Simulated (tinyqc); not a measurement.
Bond-orbital model of a tetrahedral semiconductor (Harrison's universal couplings): one step. Metallicity and a gap from the bond picture. Two cases, with inputs chosen for the exercise.

Problem. Neighbouring bonds couple through V1: averaged V1b = V1c (1 - ap)/2 + V1a (1 + ap)/2 for the bond band and V1x = V1c (1 + ap)/2 + V1a (1 - ap)/2 for the antibond band. The top of the bond band lies V1b above the bond level and the bottom of the antibond band 3 V1x below the antibond level, so the gap is 2 sqrt(V2^2 + V3^2) - V1b - 3 V1x; metallicity am = (V1b + 3 V1x)/(2 sqrt(V2^2 + V3^2)).

Hybrid level eh = (es + 3 ep)/4; metallic energy V1 = (ep - es)/4 for each atom; covalent energy V2 = 3.22 hbar^2/(m d^2); polar energy V3 = (ehc - eha)/2; hbar^2/m = 2c, c = hbar^2/2m0. Polarity ap = V3/sqrt(V2^2 + V3^2), covalency ac = V2/sqrt(V2^2 + V3^2). p-p coupling at Gamma Exx = (4/3)(2.22 - 2 x 0.63) hbar^2/(m d^2) = 1.28 hbar^2/(m d^2), s-s coupling Ess = 4 x 1.32 hbar^2/(m d^2).

Case 1.

V1 (eV): cation 0.835000, anion 2.320000

V2, V3 (eV): [3.152103, 3.557500]

ap = 0.748466

Case 2.

V1 (eV): cation 1.447500, anion 2.515000

V2, V3 (eV): [4.087678, 2.148750]

ap = 0.465295

Give: V1b, V1x; gap; am.

Solution.

Case 1.

V1b, V1x (eV): [2.1332, 1.0218]

gap = 4.308 eV
am = 0.547

Case 2.

V1b, V1x (eV): [2.2296, 1.7329]

gap = 1.808 eV
am = 0.804

The gap closes where am reaches one. The model gives trends; its gap can miss the real one by a factor of two to five, most in ratio for narrow gaps and most in eV for first-row compounds.

Computed by tinyqc, one run a case: `OMP_NUM_THREADS=1 python tinyqc.py N N+1 out.jsonl` with N = 1482548, 1482564; one thread of a shared Intel(R) Xeon(R) Processor @ 2.30GHz, about 0.01 s a run at most.
